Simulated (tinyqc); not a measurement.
# Changing the time step dt

Model: finite-difference solution of the diffusion equation on a small grid. Computed by tinyqc, a small Python program. Command: `OMP_NUM_THREADS=1 python tinyqc.py 3017506 3017507 out.jsonl fdiff sweep`. One thread of a shared host (Intel(R) Xeon(R) Processor @ 2.30GHz), about 0.01 s of CPU time with the checks.

dC/dt = D d2C/dx2 on nodes x_j = j dx, j = 0..9; the far end is sealed.

Inputs (values chosen for the exercise): diffusivity D = 0.33 nm^2/s; grid spacing dx = 50 nm; final time t_f = 54000 s.

Boundary at x = 0: sealed surface. Scheme: Crank-Nicolson.

start values C_j, j = 0, 1, ... (% of a reference): [0.338, 38.4, 59.2, 100, 74.4, 32.9, 2.2, 0, 0, 0]

Method:
- The operator M acts as (M C)_j = C_(j-1) - 2 C_j + C_(j+1); at the sealed far end a mirror node gives 2 C_(N-2) - 2 C_(N-1); at j = 0, a mirror node gives 2 C_1 - 2 C_0.
- r = D dt/dx^2.
- With r = D dt/dx^2: (1 - theta r M) C(new) = (1 + (1 - theta) r M) C(old); theta = 0 explicit, 1 implicit, 1/2 Crank-Nicolson.
- The run takes n = round(t_f/dt) steps of length t_f/n.
- The dose is the trapezoidal sum of C dx; the error is the largest difference from exp(M D t/dx^2) C(0), the exact time evolution on the same grid.

One run for each value:
```
time step dt (s)  largest error at t_f (%)  mesh ratio r  final C_5 (%)  final dose (% nm)
211                             4.6365e-05        0.0278         32.713           15363.45
422                             1.8545e-04        0.0557         32.713           15363.45
844                             7.4172e-04        0.1114         32.713           15363.45
1688                            2.9654e-03        0.2228         32.711           15363.45
3375                            1.1837e-02        0.4455         32.705           15363.45
6750                            4.7103e-02        0.8910         32.680           15363.45
13500                           1.0372e+00        1.7820         32.690           15363.45
27000                           7.2906e+00        3.5640         29.802           15363.45
```

Over the rows, largest error at t_f (%) rises from 4.64e-5 to 7.29 (exponent d ln y / d ln x 2.0 between the first rows and 2.8 between the last). At the low end the exponent of largest error at t_f is 2.00, close to 2: second order in the step.

Extremes, crossings and ranges named in words are read from the listed rows.
